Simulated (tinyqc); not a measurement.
Franz-Keldysh effect at a direct gap, step by step. Values are carried at full precision from step to step, so a last printed digit may differ when a step is redone from the rounded ones.

Parabolic bands, vertical transitions, no excitons. For each hole band j: mr = me mj/(me + mj); joint density of states J_j(E) = (mr/c)^(3/2) sqrt(E - Eg)/(2 pi^2), both spins, c = hbar^2/2m0; averaged matrix element |e.p|^2 = m0 Ep/6; alpha_j(E) = 4 pi^2 alpha_f c Ep J_j/(3 nr E) in 1/angstrom (alpha_f the fine-structure constant, listed as alpha among the constants), times 1e8 for 1/cm.

In a field Fd (1 kV/cm = 1e-5 V/angstrom) the electro-optic energy of band j is th = (c (e Fd)^2/mr)^(1/3), and sqrt(E - Eg) in J_j is replaced by pi sqrt(th) [Ai'(b)^2 - b Ai(b)^2] with b = (Eg - E)/th; Ai is the Airy function.

Constants: hbar^2/2m0 = 3.80998211 eV angstrom^2; fine-structure constant alpha = 0.007297352564.

Parameters, chosen for this exercise (near those of InGaAs; shifted at random, so the results belong to these values and not to a real crystal): Eg = 0.761 eV (direct gap); me = 0.0397 m0 (electron mass); mhh = 0.48 m0 (heavy-hole mass); mlh = 0.0501 m0 (light-hole mass); Ep = 22.3 eV (Kane energy); nr = 3.49 (refractive index); Fd = 22 kV/cm (uniform field); E = 0.756 eV (photon energy); L = 230 micrometre (length of a waveguide).

## Electro-optic energy and length

For each hole band give mr, th and the length th/(e Fd).

Scales:
```
hole   mr (m0)  th (meV)  length (angstrom)
heavy  0.03667    17.133               77.9
light  0.02215    20.268               92.1
```

The light-hole pair has th larger by a factor 1.183, the cube root of the ratio of reduced masses.

## Airy factors at E

Ai is the Airy function, th the electro-optic energy of each hole band from the table (its other columns are not needed here), b = (Eg - E)/th with th in eV; the factor takes the place of sqrt(E - Eg) in the joint density of states.

Form b, Ai(b), Ai'(b) and the factor pi sqrt(th) [Ai'^2 - b Ai^2] for each band, beside sqrt(E - Eg) (zero below the gap).

Factors:
```
hole        b   Ai(b)   Ai'(b)  factor (eV^(1/2))  without field
heavy  0.2918  0.2808  -0.2458            0.01539         0.0000
light  0.2467  0.2920  -0.2493            0.01839         0.0000
```

## Absorption with and without the field

Put the factors in place of sqrt(E - Eg) in alpha_j and add the bands; a waveguide of length L changes its transmission by 4.343 (alpha(F) - alpha(0)) L dB.

alpha_j in the field (1/cm): heavy 228, light 128

alpha(F) = 355 1/cm
alpha(0) = 0 1/cm
change of loss = 35.5 dB

Below the gap the field opens a tail where this model has no absorption; excitons and band tails absorb within some 10 to 20 meV of a real edge. Excitons, which add a sharp peak at low field, are left out.

## Checks

- Airy factor at b = -40 against the zero-field limit sqrt(-b): 6.33 against 6.32.

Program tinyqc; command `OMP_NUM_THREADS=1 python tinyqc.py 1682478 1682479 out.jsonl`; about 0.01 s on one thread of a shared Intel(R) Xeon(R) Processor @ 2.30GHz.
